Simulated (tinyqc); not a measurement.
Time-dependent dielectric breakdown: cell percolation, Weibull statistics, area scaling and voltage extrapolation: one step, computed by the program tinyqc.

The oxide is divided into columns of area a^2, each holding m = t_ox/a cells (m is taken as continuous). A share lambda(t) = (t/t_1)^alpha of the cells is defective, and a column whose cells are all defective breaks down.

Problem. A sample of breakdown times. Each device fails at t = t63 (-ln(1 - u))^(1/beta). Sort the times; median rank F_i = (i - 0.3)/(n_s + 0.4) for n_s devices; W = ln(-ln(1 - F_i)).

characteristic life t63 = 287.5870 s

uniform random numbers u: 0.2795  0.5895  0.6773  0.0528  0.7969  0.5683  0.7965  0.4659  0.1583

Weibull slope beta = 2.175

Give: Weibull plot.

Solution.

Weibull plot:
```
i   t (s)      F_i    ln t        W
1   75.31  0.07447  4.3216  -2.5589
2  128.14  0.18085  4.8531  -1.6120
3  172.21  0.28723  5.1487  -1.0829
4  232.07  0.39362  5.4470  -0.6927
5  265.44  0.50000  5.5814  -0.3665
6  272.64  0.60638  5.6081  -0.0700
7  304.34  0.71277  5.7181   0.2211
8  356.15  0.81915  5.8753   0.5365
9  356.35  0.92553  5.8759   0.9545
```

Caution: t_1 is an input here; in a real oxide it changes with thickness at fixed voltage.
